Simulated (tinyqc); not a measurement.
Hubbard ring of 6 sites, step by step. Computed by tinyqc, a small Python program that keeps every step. Settings: hopping = 1.89, U = 9.0, mixing = 0.5, iteration cap = 81. Command: `OMP_NUM_THREADS=1 python tinyqc.py 27147 27148 out.jsonl` (the two numbers bound the seeds that draw the settings). One thread of a shared host (Intel(R) Xeon(R) Processor @ 2.60GHz), about 0.2 s of CPU time with the checks.

one-body matrix (hopping and site energies) (eV):
```
           1          2          3          4          5          6
1   0.000000  -1.890000   0.000000   0.000000   0.000000  -1.890000
2  -1.890000   0.000000  -1.890000   0.000000   0.000000   0.000000
3   0.000000  -1.890000   0.000000  -1.890000   0.000000   0.000000
4   0.000000   0.000000  -1.890000   0.000000  -1.890000   0.000000
5   0.000000   0.000000   0.000000  -1.890000   0.000000  -1.890000
6  -1.890000   0.000000   0.000000   0.000000  -1.890000   0.000000
```

U = 9.000000 eV

electrons, up and down: 2  2

n(up) at the start (a guess, not normalised): 1 0.783000, 2 0.000000, 3 0.783000, 4 0.000000, 5 0.783000, 6 0.000000

n(down) at the start (a guess): 1 0.000000, 2 0.783000, 3 0.000000, 4 0.783000, 5 0.000000, 6 0.783000

Each step fills the lowest levels of T + U n(other spin) and sets n(new) = n + mixing (n(out) - n); stop when output and input agree to 1e-8.

Course of the cycle:
```
iteration       E (eV)  largest |n(out) - n(in)|  mean |n_up - n_down|
1          -4.82419274                  5.03e-01              0.521027
2          -4.63464318                  4.23e-01              0.468096
3          -4.94080165                  4.86e-01              0.445112
4          -5.01293309                  3.63e-01              0.407649
5          -5.48886409                  3.58e-01              0.383896
6          -6.05519991                  2.38e-01              0.368027
7          -6.46357319                  1.42e-01              0.375818
8          -6.70950201                  1.20e-01              0.412747
9          -6.88063358                  1.28e-01              0.432990
10         -6.99521812                  1.14e-01              0.446041
11         -7.07007964                  9.84e-02              0.452588
...                ...                       ...                   ...
71         -7.22534091                  1.95e-03              0.471101
72         -7.22539914                  1.94e-03              0.471368
73         -7.22545714                  1.94e-03              0.471632
74         -7.22551490                  1.94e-03              0.471893
75         -7.22557238                  1.94e-03              0.472152
76         -7.22562958                  1.93e-03              0.472407
77         -7.22568648                  1.93e-03              0.472660
78         -7.22574305                  1.92e-03              0.472909
79         -7.22579929                  1.92e-03              0.473156
80         -7.22585516                  1.92e-03              0.473399
81         -7.22591066                  1.91e-03              0.473639
```

Can the last value be used, and what does the course show?

Not by the stop rule. Not converged within 81 iterations: the residual has stopped falling. The lowest mean-field energy found from random starts is -6.81939 eV. Reruns (cap 100 unless said): mixing 0.2: not converged; mixing 0.9: not converged; the original settings with a cap of 400: not converged.
